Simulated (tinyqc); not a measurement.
Undoped symmetric double-gate MOSFET, analytic potential model: two steps of the calculation.

An undoped body of thickness ts between two equal insulators and tied gates; long channel, electrons only, n = ni exp((psi - V)/Vt) with V the quasi-Fermi potential (0 at the source, Vd at the drain), constant mobility, no quantisation. Across the body psi(x) = V - 2 Vt ln[(ts/(2 beta)) sqrt(q ni/(2 eps0 eps_r Vt)) cos(2 beta x/ts)], x from the centre. Q is the electron charge per area of the whole body.

Values chosen for this exercise; material values close to those of silicon:
```
symbol,value,unit,meaning
T,325,K,temperature
Eg,1.13,eV,band gap
eps_r,11.9,,relative permittivity of the semiconductor
Nc,3.13e19,cm^-3,conduction-band density of states at T
Nv,3.01e19,cm^-3,valence-band density of states at T
eox,7.79,,relative permittivity of the gate insulator
tox,4.2,nm,insulator thickness
ts,15,nm,body thickness
dphi,-0.11,V,gate work function less that of the intrinsic body
```

Constants: q = 1.602176634e-19 C, kB = 1.380649e-23 J/K, Vt = kB T/q, eps0 = 8.8541878128e-14 F/cm where lengths are in cm. Results are converted to the units shown.

Question 1. Constants of the body. ni = sqrt(Nc Nv) exp(-Eg/(2 Vt)), Eg in volts; r = eps_r tox/(eox ts); V0 = dphi + 2 Vt ln[(2/ts) sqrt(2 eps0 eps_r Vt/(q ni))].

Find: ni; r; V0.

Answer 1.

ni = 5.316e10 cm^-3
r = 0.4277
V0 = 0.3472 V

Question 2. Potential and electron density across the body at the source. psi(x) as above with V = 0 and beta = beta_s; n = ni exp(psi/Vt).

x/ts, point 0 to 6: 0  0.1  0.2  0.3  0.4  0.45  0.5
beta_s = 0.12085972
ni = 5.3161213e10 cm^-3

Wanted: psi; n.

Answer 2.

```
point  psi (V)  n (cm^-3)
0       0.3389   9.566e15
1       0.3389   9.571e15
2       0.3390   9.588e15
3       0.3390   9.616e15
4       0.3391   9.656e15
5       0.3392   9.680e15
6       0.3393   9.707e15
```

The density at the surface is 1.01 times that at the centre (1/cos^2 beta).

Numbers from tinyqc (`OMP_NUM_THREADS=1 python tinyqc.py 2440156 2440157 out.jsonl`; about 0.03 s on one thread of a shared Intel Xeon 2.30GHz).
